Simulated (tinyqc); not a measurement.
# Diffusion length from constant photovoltage

Question. In a thick sample with a thin depletion layer the excess density at its edge goes as flux/(1/alpha + L), so the flux needed for a fixed surface photovoltage is proportional to 1/alpha + L. Find L.

photon flux for the same photovoltage at absorption coefficients 110 and 1600 1/cm (relative units): [103.90909, 19.25]

Solution. The line of flux against 1/alpha meets zero at -L.

slope against 1/alpha = 1.00 1/um
L = 13.0 um

Program tinyqc, `OMP_NUM_THREADS=1 python tinyqc.py 2430127 2430128 out.jsonl`; Intel Xeon 2.30GHz, shared host, one thread, about 0.01 s.
